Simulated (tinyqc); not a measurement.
What moves the carrier density: donors with valley-orbit split 1s states.

Each donor binds at most one electron, in any of its states. For a site s, W_s = sum over its states of g exp(E/kT), and the ionised share is 1/(1 + W_s exp(eta)), eta = (EF - Ec)/kT; n = Nc F_1/2(eta); neutrality n + NA = ND x (mean ionised share); holes are neglected. Nc from N = 2 (m kB T/(4 pi c))^(3/2) with c = hbar^2/2m0, in 1/angstrom^3; times 1e24 for 1/cm^3, m = md. F_j(eta) = (1/Gamma(j + 1)) integral_0^infinity x^j dx/(1 + exp(x - eta)), which tends to exp(eta) for eta << 0.

Mobility (Caughey-Thomas form): mu = mu0 + (mu1 (T/300)^(-ga) - mu0)/(1 + ((ND + NA)/Nr)^de); rho = 1/(e n mu), e = 1.602176634e-19 C.

Constants: hbar^2/2m0 = 3.80998211 eV angstrom^2; kB = 8.617333262e-05 eV/K.

Parameters, chosen for this exercise (near those of P in Si; shifted at random, so the results belong to these values and not to a real crystal):
```
symbol  value               unit        meaning
md      1.086               m0          density-of-states mass of the conduction band
E       (43.9, 32.5, 31.2)  meV         binding energies of 1s(A1), 1s(T2), 1s(E)
g       (2, 6, 4)                       their degeneracies with spin
ND      2.7e+15             1/cm^3      donors
NA      0                   1/cm^3      compensating acceptors, all ionised
T       350                 K
mu0     66                  cm^2/(V s)  mobility at heavy doping
mu1     1401                cm^2/(V s)  mobility at light doping and 300 K
Nr      9.1e+16             1/cm^3      reference doping
de      0.72                            doping exponent
ga      2.3                             temperature exponent
```

All results formed anew.

One parameter was then changed.

Results before and after:
```
case        eta  n (1/cm^3)  rho (ohm cm)
base     -9.495   2.692e+15         2.533
changed  -9.600   2.423e+15         2.828
```

Which of these changes was made? (a) Nr = 1.82e+17 1/cm^3; (b) md = 1.195 m0; (c) T = 380 K; (d) ND = 5.4e+15 1/cm^3; (e) NA = 2.7e+14 1/cm^3; (f) E = (48.9, 32.5, 31.2) meV.

Answer: (e) NA = 2.7e+14 1/cm^3. Of the candidates, run in turn, only this one gives the changed row.

All candidates:
```
case                           eta  n (1/cm^3)  rho (ohm cm)
base                        -9.495   2.692e+15         2.533
E = (48.9, 32.5, 31.2) meV  -9.495   2.692e+15         2.533
md = 1.195 m0               -9.638   2.693e+15         2.532
ND = 5.4e+15 1/cm^3         -8.805   5.370e+15         1.326
NA = 2.7e+14 1/cm^3         -9.600   2.423e+15         2.828
T = 380 K                   -9.618   2.694e+15         3.055
Nr = 1.82e+17 1/cm^3        -9.495   2.692e+15         2.465
```

tinyqc: `OMP_NUM_THREADS=1 python tinyqc.py 1680693 1680694 out.jsonl`; about 0.01 s, one thread, shared Intel(R) Xeon(R) Processor @ 2.30GHz.
